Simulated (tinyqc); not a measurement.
Low-temperature mobility of a two-dimensional electron gas with static screening: one step, computed by the program tinyqc.

One subband is filled, the gas is degenerate and scatters at the Fermi circle; one permittivity serves on both sides of the interface. All formulas are in SI units, masses times m_0. Piezoelectric and polar phonons are left out, and n_s is taken as set by a gate, independent of N_i.

Problem. The integrands at a few angles. Form factors of a sheet of zero thickness: G(q) = 1, P(q) = exp(-q d). Dielectric function eps(q) = 1 + q_TF G(q)/q, with q = 2 k_F sin(theta/2). Roughness: <|U|^2> = (e F)^2 S(q), S = pi Delta^2 Lambda^2 exp(-q^2 Lambda^2/4). Remote charges: <|U|^2> = N_i [e^2 P(q)/(2 eps eps_0 q)]^2. The last two columns are (m/(pi hbar^3)) <|U|^2>/eps(q)^2.

Inputs (values chosen for the exercise, modelled on a strained silicon well):
```
quantity                                        value    unit
in-plane mass m                                 0.197     m_0
permittivity eps                                 11.6       -
roughness height Delta                           0.26      nm
correlation length Lambda                         4.6      nm
remote charge density N_i                     1.8e+11  1/cm^2
distance d of the charges from the interface       23      nm
```

Wave function: ideal sheet. Roughness spectrum: Gaussian.

k_F = 0.5878564 1/nm

q_TF = 1.283711 1/nm

effective field F = 0.8699701 MV/cm

Constants: m_0 = 9.1093837015e-31 kg; hbar = 1.054571817e-34 J s; e = 1.602176634e-19 C; eps_0 = 8.8541878128e-12 F/m.

Give: Integrands (1e9/(s rad)).

Solution.

Integrands (1e9/(s rad)):
```
theta (degrees)  q (1/nm)  G  eps(q)  roughness  remote charges
5                   0.051  1   26.03       61.9       7.260e+01
15                  0.153  1    9.37      428.0       5.697e-01
30                  0.304  1    5.22      956.7       4.525e-04
60                  0.588  1    3.18      674.2       7.048e-10
90                  0.831  1    2.54      169.7       7.540e-15
135                 1.086  1    2.18       17.4       4.864e-20
180                 1.176  1    2.09        6.5       7.360e-22
```
